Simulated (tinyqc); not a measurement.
The same stress in different states: Raman shift of the zone-centre optical phonon of a diamond-structure crystal under stress. Computed by tinyqc, a small Python program. Command: `OMP_NUM_THREADS=1 python tinyqc.py 3013136 3013137 out.jsonl ramanstress walk`. One thread of a shared host (Intel(R) Xeon(R) Processor @ 2.30GHz), about 0.01 s of CPU time with the checks.

Axes x, y, z are the cube axes. Strain shifts the threefold optical mode and can split it; p, q and r are the phonon deformation potentials.

Inputs (values chosen for the exercise, modelled on germanium):
```
quantity,value,unit
unstrained frequency omega_0,300.2,1/cm
p/omega_0^2,-1.44,-
q/omega_0^2,-2.02,-
r/omega_0^2,-1.07,-
C11,129,GPa
C12,47.96,GPa
C44,66.86,GPa
stress sigma (tension positive),-0.19,GPa
```

Stress state: uniaxial. Axis: [111].

Method:
- S11 = (C11 + C12)/D, S12 = -C12/D, D = (C11 - C12)(C11 + 2 C12), S44 = 1/C44.
- eps_xx = S11 sigma_xx + S12 (sigma_yy + sigma_zz), and cyclic; eps_xy = S44 sigma_xy/2 (tensor strain).
- Secular matrix: M_xx = p eps_xx + q (eps_yy + eps_zz), M_xy = 2 r eps_xy; its eigenvalues are omega^2 - omega_0^2, and the shifts are these over 2 omega_0.
- Uniaxial: sigma n n^T; biaxial: sigma (1 - n n^T); hydrostatic: sigma 1. The line seen from (001) is taken as unresolved, at the intensity-weighted shift M_zz/(2 omega_0).

S44 = 14.9566 1/TPa

S11 = 9.70840 1/TPa

S12 = -2.63119 1/TPa

Shifts (1/cm):
```
state,lowest,middle,highest,line seen from (001)
uniaxial [100],0.09554,0.29965,0.29965,0.29965
uniaxial [110],-0.03061,0.29965,0.42580,0.29965
uniaxial [001],0.09554,0.29965,0.29965,0.09554
uniaxial [111],0.07948,0.07948,0.53589,0.23161
"biaxial, normal [001]",0.39519,0.39519,0.59930,0.59930
"biaxial, normal [111]",0.15896,0.61536,0.61536,0.46323
hydrostatic,0.69484,0.69484,0.69484,0.69484
```

What does the comparison show, and why?

Seen from (001), uniaxial stress along [100] and along [110] give the same shift (0.300), and equal biaxial stress in the plane gives twice as much (0.599), since only sigma_xx + sigma_yy and sigma_zz enter M_zz. Stress along [001] gives 0.096. One measured shift therefore fixes the stress only once its state is assumed: read as uniaxial in the plane, a shift implies twice the stress that it does read as biaxial.

Extremes, crossings and ranges named in words are read from the listed rows.
